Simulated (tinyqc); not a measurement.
Inside a calculation: density of states of one tight-binding band on the triangular lattice. Values are carried at full precision from step to step, so a last printed digit may differ when a step is redone from the rounded ones.

E(k) = -2 t (cos 2 pi k1 + cos 2 pi k2 + cos 2 pi (k1 + k2)); k in fractions of the reciprocal vectors, mesh k_i = j/N with j = 0 .. N-1. Densities are per cell and per spin, so the band holds one state.

Parameters, chosen for this exercise:
- t = 0.78 eV (nearest hopping)
- N = 5 (mesh points along each axis)
- bins = 8 (bins of the histogram)
- E_lo = -4.713 eV (lower end of the histogram)
- E_hi = 2.417 eV (upper end)
- E = 0.57 eV (energy at which the density is wanted)
- sigma = 0.39 eV (Gaussian width)

## Energies on the mesh

Evaluate the band at all 25 points and collect equal values.

Distinct energies:
```
E_k (eV)  points
-4.6800        1
-2.5241        6
0.2979         6
0.9641         6
2.0421         6
```

The 25 points give 5 distinct energies between -4.6800 and 2.0421 eV; a dense mesh gives a band from -4.680 to 2.340 eV.

## Histogram

Count the points in equal bins from E_lo to E_hi; g = count/(all points x bin width).

Histogram:
```
from (eV)  to (eV)  points  g (1/eV)
-4.7130    -3.8218       1    0.0449
-3.8218    -2.9305       0    0.0000
-2.9305    -2.0393       6    0.2693
-2.0393    -1.1480       0    0.0000
-1.1480    -0.2567       0    0.0000
-0.2567     0.6345       6    0.2693
0.6345      1.5257       6    0.2693
1.5257      2.4170       6    0.2693
```

Empty bins: 3 of 8; the fullest holds 6 points. Empty bins inside the band come from the coarse mesh, not from gaps.

## Gaussian broadening at one energy

Gaussian broadening: g(E) = mean over the mesh of exp(-(E - E_k)^2/(2 sigma^2))/(sigma sqrt(2 pi)), n(E) = mean of erfc((E_k - E)/(sigma sqrt 2))/2.

Sum over the distinct energies with their counts.

n(E) = 0.4992
g(E) = 0.3400 1/eV

## One triangle of the mesh

For corner energies e1 <= e2 <= e3 and eij = ei - ej, the share of the triangle below E is n = (E - e1)^2/(e21 e31) for e1 < E < e2 and n = 1 - (e3 - E)^2/(e31 e32) for e2 < E < e3; its density of states is g = dn/dE.

corner energies, sorted (eV): -2.5241  0.2979  0.9641

Find its share below E and its density of states at E.

n = 0.9332
g = 0.3392 1/eV

E lies between corners 2 and 3.

## Sum over all linear triangles

Each cell of the mesh is cut along (i+1, j)-(i, j+1) into two triangles. For corner energies e1 <= e2 <= e3 and eij = ei - ej, the share of the triangle below E is n = (E - e1)^2/(e21 e31) for e1 < E < e2 and n = 1 - (e3 - E)^2/(e31 e32) for e2 < E < e3; its density of states is g = dn/dE.

Average n and g over all pieces of the mesh. The reference uses the same method with N = 240.

n(E) = 0.4822
g(E) = 0.2153 1/eV
reference n(E) = 0.486
reference g(E) = 0.173 1/eV

On this mesh the linear method errs by +0.043 1/eV in g and -0.004 in n; the Gaussian sum erred by +0.167 and +0.014.

## Checks

- States below the top of the band by the linear method against one: both 1.000000.

(tinyqc, `OMP_NUM_THREADS=1 python tinyqc.py 1651525 1651526 out.jsonl`, Intel(R) Xeon(R) Processor @ 2.30GHz, 1 thread, shared host, about 0.08 s.)
